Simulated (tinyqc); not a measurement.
Coupled-perturbed Hartree-Fock on RHF in the sto-6g basis, for H4, spin multiplicity 1, step by step. The polarisability along this axis is zero because the basis has no function that the field can mix in; the real value is not. Computed by tinyqc, a small Python program that keeps every step (integrals from PySCF). Settings: charge = 0, multiplicity = 1, basis = sto-6g, method = RHF, energy threshold = 1e-10, iteration cap = 65, orthogonalisation = symmetric, start = Wolfsberg-Helmholz matrix, DIIS depth = 6. Command: `OMP_NUM_THREADS=1 python tinyqc.py 31078 31079 out.jsonl` (the two numbers bound the seeds that draw the settings). One thread of a shared host (Intel(R) Xeon(R) Processor @ 2.60GHz), about 0.1 s of CPU time with the checks. The early iterations of the SCF are left out here.

## One-electron integrals

Geometry (angstrom):
```
atom,x,y,z
H,0.000000,0.000000,0.000000
H,0.000000,0.000000,0.742000
H,0.000000,0.000000,2.340000
H,0.000000,0.000000,3.082000
```

Basis sto-6g: exponents (1/bohr^2) and contraction coefficients of normalised primitives:
```
element,l (shell),exponent,coefficient
H,s (1),35.523221,0.009164
H,s (1),6.513144,0.049361
H,s (1),1.822143,0.168538
H,s (1),0.625955,0.370563
H,s (1),0.243077,0.416492
H,s (1),0.100112,0.130334
```

Overlap, kinetic and nuclear-attraction integrals over the contracted functions; the nuclear repulsion is the sum of Za Zb / Rab.

nuclear repulsion = 2.38149087 hartree

overlap S:
```
,1H 1s,2H 1s,3H 1s,4H 1s
1H 1s,1.000000,0.658423,0.068584,0.018700
2H 1s,0.658423,1.000000,0.222718,0.068584
3H 1s,0.068584,0.222718,1.000000,0.658423
4H 1s,0.018700,0.068584,0.658423,1.000000
```

kinetic energy T (hartree):
```
,1H 1s,2H 1s,3H 1s,4H 1s
1H 1s,0.768522,0.233849,-0.011341,-0.005094
2H 1s,0.233849,0.768522,0.001328,-0.011341
3H 1s,-0.011341,0.001328,0.768522,0.233849
4H 1s,-0.005094,-0.011341,0.233849,0.768522
```

nuclear attraction V (hartree):
```
,1H 1s,2H 1s,3H 1s,4H 1s
1H 1s,-2.290219,-1.500655,-0.131047,-0.034594
2H 1s,-1.500655,-2.448792,-0.438135,-0.131047
3H 1s,-0.131047,-0.438135,-2.448792,-1.500655
4H 1s,-0.034594,-0.131047,-1.500655,-2.290219
```

core Hamiltonian H = T + V (hartree):
```
,1H 1s,2H 1s,3H 1s,4H 1s
1H 1s,-1.521697,-1.266805,-0.142388,-0.039688
2H 1s,-1.266805,-1.680270,-0.436807,-0.142388
3H 1s,-0.142388,-0.436807,-1.680270,-1.266805
4H 1s,-0.039688,-0.142388,-1.266805,-1.521697
```

## Two-electron integrals

Functions are numbered as in S; the eight-fold symmetry (ij|kl) = (ji|kl) = (kl|ij) leaves the list below.

Two-electron integrals (ij|kl) in chemists' order, unique and non-zero (hartree):
```
i,j,k,l,(ij|kl)
1,1,1,1,0.774999
2,1,1,1,0.443270
2,1,2,1,0.295958
2,2,1,1,0.569242
2,2,2,1,0.443270
2,2,2,2,0.774999
3,1,1,1,0.029187
3,1,2,1,0.021669
3,1,2,2,0.036924
3,1,3,1,0.002231
3,2,1,1,0.077105
3,2,2,1,0.062224
3,2,2,2,0.115912
3,2,3,1,0.007572
3,2,3,2,0.027501
3,3,1,1,0.225915
3,3,2,1,0.177270
3,3,2,2,0.326444
3,3,3,1,0.029187
3,3,3,2,0.115912
3,3,3,3,0.774999
4,1,1,1,0.006703
4,1,2,1,0.005004
4,1,2,2,0.008587
4,1,3,1,0.000556
4,1,3,2,0.001939
4,1,3,3,0.008587
4,1,4,1,0.000146
4,2,1,1,0.019976
4,2,2,1,0.015873
4,2,2,2,0.029187
4,2,3,1,0.002054
4,2,3,2,0.007572
4,2,3,3,0.036924
4,2,4,1,0.000556
4,2,4,2,0.002231
4,3,1,1,0.128961
4,3,2,1,0.098855
4,3,2,2,0.177270
4,3,3,1,0.015873
4,3,3,2,0.062224
4,3,3,3,0.443270
4,3,4,1,0.005004
4,3,4,2,0.021669
4,3,4,3,0.295958
4,4,1,1,0.171689
4,4,2,1,0.128961
4,4,2,2,0.225915
4,4,3,1,0.019976
4,4,3,2,0.077105
4,4,3,3,0.569242
4,4,4,1,0.006703
4,4,4,2,0.029187
4,4,4,3,0.443270
4,4,4,4,0.774999
```

## Orthogonalisation

S = U s U^T; symmetric (Loewdin) form X = U s^(-1/2) U^T, so that X^T S X = 1.

eigenvalues of S: 0.280696  0.386580  1.477886  1.854838

X:
```
,1H 1s,2H 1s,3H 1s,4H 1s
1H 1s,1.248162,-0.478733,0.045926,-0.016131
2H 1s,-0.478733,1.278170,-0.167597,0.045926
3H 1s,0.045926,-0.167597,1.278170,-0.478733
4H 1s,-0.016131,0.045926,-0.478733,1.248162
```

## Iteration 5 (converged): orbitals

converged F (hartree):
```
,1H 1s,2H 1s,3H 1s,4H 1s
1H 1s,-0.370898,-0.599725,-0.082453,-0.017658
2H 1s,-0.599725,-0.386812,-0.176642,-0.082453
3H 1s,-0.082453,-0.176642,-0.386812,-0.599725
4H 1s,-0.017658,-0.082453,-0.599725,-0.370898
```

Diagonalise F' = X^T F X, C = X C', fill 2 alpha and 2 beta electrons from the bottom; D = 2 C_occ C_occ^T. Each column has its largest component positive (the first on a tie).

F' = X^T F X (hartree):
```
,1,2,3,4
1,0.047967,-0.638662,0.055500,-0.015785
2,-0.638662,0.068129,-0.180066,0.055500
3,0.055500,-0.180066,0.068129,-0.638662
4,-0.015785,0.055500,-0.638662,0.047967
```

orbital energies (hartree): MO1 -0.627475, MO2 -0.544288, MO3 0.547720, MO4 0.856234

coefficients C:
```
,MO1,MO2,MO3,MO4
1H 1s,0.347719,0.428039,0.855396,-0.868122
2H 1s,0.385650,0.394534,-0.749414,1.013459
3H 1s,0.385650,-0.394534,-0.749414,-1.013459
4H 1s,0.347719,-0.428039,0.855396,0.868122
```

D after iteration 5:
```
,1H 1s,2H 1s,3H 1s,4H 1s
1H 1s,0.608252,0.605948,-0.069556,-0.124617
2H 1s,0.605948,0.608766,-0.013862,-0.069556
3H 1s,-0.069556,-0.013862,0.608766,0.605948
4H 1s,-0.124617,-0.069556,0.605948,0.608252
```

## Convergence

Stop when the energy changes by less than 1e-10 hartree and every element of the error matrix X^T (F D S - S D F) X is below 3e-06.

Course of the cycle:
```
iteration,E (hartree),change,largest element of the error matrix
1,-2.23694686,-,7.12e-02
2,-2.24307591,-6.13e-03,9.07e-03
3,-2.24316472,-8.88e-05,1.26e-03
4,-2.24316627,-1.55e-06,9.66e-07
5,-2.24316627,-7.86e-13,3.88e-07
```

PySCF RHF in the same basis = -2.24316627 hartree

Converged in 5 iterations.

## Integrals over molecular orbitals

(pq|rs) = sum C_ip C_jq C_kr C_ls (ij|kl), one index at a time.

one-electron integrals over orbitals h = C^T H C (hartree):
```
,1,2,3,4
1,-1.763179,0.000000,0.099582,0.000000
2,0.000000,-1.689715,0.000000,-0.098293
3,0.099582,0.000000,-1.049499,0.000000
4,0.000000,-0.098293,0.000000,-0.831034
```

Two-electron integrals over orbitals (pq|rs), unique and non-zero (hartree):
```
p,q,r,s,(pq|rs)
1,1,1,1,0.452030
2,1,2,1,0.220586
2,2,1,1,0.452130
2,2,2,2,0.461753
3,1,1,1,-0.033116
3,1,2,2,-0.005852
3,1,3,1,0.099778
3,2,2,1,0.054762
3,2,3,2,0.091101
3,3,1,1,0.445806
3,3,2,2,0.448243
3,3,3,1,-0.014184
3,3,3,3,0.465526
4,1,2,1,0.012309
4,1,3,2,-0.077700
4,1,4,1,0.084944
4,2,1,1,0.044653
4,2,2,2,0.021297
4,2,3,1,-0.098353
4,2,3,3,0.019009
4,2,4,2,0.103236
4,3,2,1,-0.211915
4,3,3,2,-0.056080
4,3,4,1,-0.009625
4,3,4,3,0.225547
4,4,1,1,0.468514
4,4,2,2,0.469210
4,4,3,1,-0.036996
4,4,3,3,0.480499
4,4,4,2,0.048995
4,4,4,4,0.511469
```

## Response to a field: uncoupled start

dipole integrals <a|y|i> (bohr):
```
,i1,i2
a3,0.000000,0.000000
a4,0.000000,0.000000
```

Field along y; U_ai = -mu_ai / (e_a - e_i), alpha = -4 sum U_ai mu_ai.

uncoupled U:
```
,i1,i2
a3,0.000000,0.000000
a4,0.000000,0.000000
```

uncoupled polarisability = 0.000000 bohr^3

## Coupled step 1

U_ai = -(mu_ai + sum_bj [4 (ai|bj) - (ab|ij) - (aj|bi)] U_bj) / (e_a - e_i); alpha = -4 sum U_ai mu_ai.

U after step 1:
```
,i1,i2
a3,0.000000,0.000000
a4,0.000000,0.000000
```

polarisability = 0.000000 bohr^3

## Coupled polarisability

Repeat until U stops changing; compare with -d2E/dF2.

Course of the coupled iterations:
```
step,alpha (bohr^3)
0,0.000000
1,0.000000
```

coupled polarisability = 0.000000 bohr^3

finite-field check, fields of +/-0.001 au = 3.04e-07 bohr^3
